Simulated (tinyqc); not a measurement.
Grain-boundary diffusion: Harrison regimes, Fisher and Le Claire analysis, Hart average: one step, computed by the program tinyqc. Command: `OMP_NUM_THREADS=1 python tinyqc.py 3025804 3025805 out.jsonl gbdiff walk`. One thread of a shared host (Intel(R) Xeon(R) Processor @ 2.30GHz), about 0.01 s of CPU time with the checks.

A boundary is a slab of width delta with diffusivity D_b, normal to a surface held at constant concentration; it leaks into grains of diffusivity D.

Question. Diffusivities. D = D0 exp(-E/(k_B T)), D_b = D0b exp(-E_b/(k_B T)). Triple product P = s delta D_b.

Inputs (values chosen for the exercise, for a model polycrystal): lattice prefactor D0 = 0.00019 m^2/s; lattice activation energy E = 3.53 eV; boundary prefactor D0b = 1.3e-05 m^2/s; boundary activation energy E_b = 1.93 eV; boundary width delta = 0.59 nm; segregation factor s = 1; temperature T = 1130 K.

Constants: k_B = 8.617333262e-05 eV/K.

Give: D; D_b; triple product P.

Answer.

D = 3.428e-20 m^2/s

D_b = 3.208e-14 m^2/s

triple product P = 1.892e-23 m^3/s
